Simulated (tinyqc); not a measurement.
From results back to parameters: free-carrier optics of a doped semiconductor (Drude model with one polar phonon). Three cases, with inputs chosen for the exercise.

Problem. The upper coupled mode solves E^4 - (wL^2 + Ep^2) E^2 + Ep^2 wT^2 = 0 with wL = wT sqrt(es/ei); N is hidden.

eps(E) = ei [1 - Ep^2/(E^2 + i E Gam)] + (es - ei) wT^2/(wT^2 - E^2 - i E gT), with Ep^2 = 8 pi c (e^2/(4 pi eps0)) N/(m ei), c = hbar^2/2m0, N in 1/angstrom^3 (1e-24 per 1/cm^3); Gam = hbar/tau, tau = mu m m0/e with m0/e = 5.685630e-12 kg/C and mu in m^2/(V s). Energies in meV.

Constants: hbar^2/2m0 = 3.80998211 eV angstrom^2; e^2/(4 pi eps0) = 14.39964547 eV angstrom.

Case 1.

Values chosen (mass and dielectric values near those of InAs; N and mu are free inputs; interband absorption and the rise of the mass with filling are left out; not measured data): m = 0.0259 m0 (conductivity mass); ei = 12.3 (high-frequency dielectric constant); wT = 26.7 meV (TO phonon); es = 15.03 (static dielectric constant).

L+ = 29.9644 meV

Case 2.

Values chosen (mass and dielectric values near those of InAs; N and mu are free inputs; interband absorption and the rise of the mass with filling are left out; not measured data): m = 0.0258 m0 (conductivity mass); ei = 12.37 (high-frequency dielectric constant); wT = 26.6 meV (TO phonon); es = 14.97 (static dielectric constant).

L+ = 30.3992 meV

Case 3.

Values chosen (mass and dielectric values near those of InSb; N and mu are free inputs; interband absorption and the rise of the mass with filling are left out; not measured data): m = 0.0136 m0 (conductivity mass); ei = 15.69 (high-frequency dielectric constant); wT = 22.2 meV (TO phonon); es = 16.81 (static dielectric constant).

L+ = 23.3185 meV

Find: Ep; N; L-.

Solution. Ep^2 = L+^2 (L+^2 - wL^2)/(L+^2 - wT^2); the product of the roots gives L- = Ep wT/L+.

Case 1.

Ep = 11.40 meV
N = 3.00e+16 1/cm^3
L- = 10.15 meV

Case 2.

Ep = 17.01 meV
N = 6.70e+16 1/cm^3
L- = 14.89 meV

Case 3.

Ep = 12.96 meV
N = 2.60e+16 1/cm^3
L- = 12.34 meV

Computed by tinyqc, one run a case: `OMP_NUM_THREADS=1 python tinyqc.py N N+1 out.jsonl` with N = 1651656, 1651671, 1651807; one thread of a shared Intel(R) Xeon(R) Processor @ 2.30GHz, about 0.01 s a run at most.
